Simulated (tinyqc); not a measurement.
# All-pass ring resonator: effects of single changes

A ring of length L = 2 pi Rr coupled to one bus waveguide: round-trip amplitude a = 10^(-al L/20), self-coupling t = sqrt(1 - k2). At detuning d from the resonance the round-trip phase is p = 2 pi d/FSR and the transmission T = (a^2 - 2 a t cos p + t^2)/(1 - 2 a t cos p + a^2 t^2). Lossless coupler, linear absorption only.

Parameters, values chosen for the exercise; values close to those of silicon waveguides: cold resonance wavelength lam = 1550 nm; ring radius Rr = 15 um; group index ng = 4.31; propagation loss al = 8.9 dB/cm; power coupling k2 = 0.0087; thermo-optic change of the effective index dT = 0.00017 1/K; thermal resistance Rt = 7.1 K/mW; share of the loss that heats the ring fa = 0.79; input power Pin = 0.12 mW.

Constants: c = 299792458 m/s. Results are converted to the units shown.

Each table varies one quantity; the others keep the values above.

## Effect of the propagation loss

FSR = lam^2/(ng L), finesse F = pi sqrt(a t)/(1 - a t), FWHM = FSR/F, Q = lam/FWHM, Tmin = (a - t)^2/(1 - a t)^2, power build-up k2 a^2/(1 - a t)^2, optical bandwidth c/(lam Q).

The same in every row: t = 0.9956.

Results:
```
al (dB/cm),a,Q,Tmin,build-up,bandwidth (GHz)
1.1,0.9988,1.480e5,0.3259,282.1,1.307
3.7,0.9960,9.820e4,0.001786,123.8,1.970
6.6,0.9929,7.140e4,0.05865,65.25,2.709
12,0.9871,4.734e4,0.2475,28.52,4.085
22,0.9764,2.915e4,0.4769,10.70,6.635
39,0.9586,1.763e4,0.6607,3.842,10.97
71,0.9259,1.011e4,0.7968,1.220,19.13
```

Estimate the missing row, al = 2 dB/cm.

Computed row:
```
al (dB/cm),a,Q,Tmin,build-up,bandwidth (GHz)
2,0.9978,1.259e5,0.1131,203.9,1.536
```

With this row back in the table: As al goes from 1.1 to 71 dB/cm, Q falls from 1.48e5 to 10100, Tmin goes from 0.326 through a minimum of 0.00179 (at al = 3.7 dB/cm among the rows listed) to 0.797 and the build-up falls from 282 to 1.22. The ring is overcoupled (t < a) in 3 of the 8 rows; the dip is deepest where t and a cross.

## Line shape, cold and heated

FSR = lam^2/(ng L). The lost power (1 - T) Pin heats the ring by Rt fa (1 - T) Pin and shifts the resonance to longer wavelength by s = (lam dT/ng) times that rise; d = dl - s. The hot columns give T for the smallest and the largest self-consistent shift.

Line shape, cold and heated:
```
dl (pm),"T, cold",roots,smallest s (pm),T there,largest s (pm),T there 
-40,0.91571,1,3.0371,0.92619,3.0371,0.92619
-21,0.75696,1,6.5815,0.84006,6.5815,0.84006
-11,0.49362,1,10.001,0.75697,10.001,0.75697
0,0.14214,1,15.191,0.63083,15.191,0.63083
7.9,0.36830,1,19.670,0.52200,19.670,0.52200
16,0.65248,1,24.668,0.40053,24.668,0.40053
24,0.80068,1,29.721,0.27774,29.721,0.27774
34,0.88758,3,6.6868,0.83750,35.070,0.14774
48,0.93965,1,2.7727,0.93262,2.7727,0.93262
66,0.96698,1,1.4167,0.96557,1.4167,0.96557
```

The cold line has FWHM = 26.4 pm and its dip at dl = 0; heated, the deepest listed dip lies at dl = 34 pm, and the largest possible shift is 35.3 pm, 1.3 FWHM. 1 row(s) have three roots: there the ring is bistable.

## Effect of the power coupling

Same model as above.

The same in every row: a = 0.9904.

Effect of the power coupling:
```
k2,t,Q,Tmin,build-up,bandwidth (GHz)
0.0024,0.9988,7.582e4,0.6064,20.18,2.551
0.0041,0.9979,7.030e4,0.4214,29.67,2.751
0.007,0.9965,6.252e4,0.2177,40.11,3.094
0.012,0.9940,5.246e4,0.05323,48.55,3.687
0.02,0.9899,4.167e4,5.055e-4,51.25,4.642
0.035,0.9823,2.997e4,0.08815,46.76,6.454
0.059,0.9701,2.055e4,0.2682,37.52,9.412
0.1,0.9487,1.321e4,0.4762,26.86,14.65
0.17,0.9110,8004,0.6594,17.46,24.17
```

Read the table: what changes, and by how much?

As k2 goes from 0.0024 to 0.17, Q falls from 75800 to 8000, Tmin goes from 0.606 through a minimum of 5.06e-4 (at k2 = 0.02 among the rows listed) to 0.659 and the build-up goes from 20.2 through a maximum of 51.3 (at k2 = 0.02 among the rows listed) to 17.5. The ring is overcoupled (t < a) in 5 of the 9 rows; the dip is deepest where t and a cross.

Numbers from tinyqc (`OMP_NUM_THREADS=1 python tinyqc.py 2650024 2650025 out.jsonl`; about 0.01 s on one thread of a shared Intel Xeon 2.30GHz).
